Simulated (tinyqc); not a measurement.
Thickness, silicon consumed, volume change, sheet resistance: thermodynamics of metal silicides: hull, first phase, silicon consumed, nucleation and stability against SiO2. Computed by tinyqc, a small Python program. Command: `OMP_NUM_THREADS=1 python tinyqc.py 3008537 3008538 out.jsonl silphase walk`. One thread of a shared host (Intel(R) Xeon(R) Processor @ 2.30GHz), about 0.01 s of CPU time with the checks.

Entropies of formation of the solids are neglected, so heats stand for free energies. Si fractions: M2Si 0.3333, MSi 0.5000, MSi2 0.6667.

Inputs (values chosen for the exercise, of the order of those of nickel silicides for heats and volumes only): molar volume of M = 6.59 cm^3/mol; molar volume of Si = 12.06 cm^3/mol; metal thickness t = 39 nm.

Phases: M2Si, MSi, MSi2.

volumes of the three phases per mole of M (cm^3/mol): [9.92, 15, 23.6]

resistivities of the three phases (microohm cm): [44, 31, 32]

Method. Per phase M_a Si_b, for ample silicon (not limited to t_Si): silicide thickness = t V/V_M; silicon consumed = t (b/a) V_Si/V_M; net volume change = V/(V_M + (b/a) V_Si) - 1; the top surface lies (silicide thickness - silicon consumed) above the old interface; sheet resistance = resistivity/thickness.

Films:
```
phase  thickness (nm)  Si consumed (nm)  volume change (%)  top above old interface (nm)  sheet resistance (ohm)
M2Si            58.71             35.69            -21.395                        23.021                  7.4948
MSi             88.77             71.37            -19.571                        17.399                  3.4921
MSi2           139.67            142.74            -23.152                        -3.077                  2.2912
```

silicon consumed by MSi = 71.372 nm

sheet resistance of MSi = 3.4921 ohm

What follows from these numbers?

For a given sheet resistance the silicon consumed goes as resistivity x (b/a)/V: M2Si 2.22, MSi 2.07, MSi2 2.71. It is least for MSi, which matters on shallow junctions and thin silicon. All three reactions shrink the total volume.

Extremes, crossings and ranges named in words are read from the listed rows.
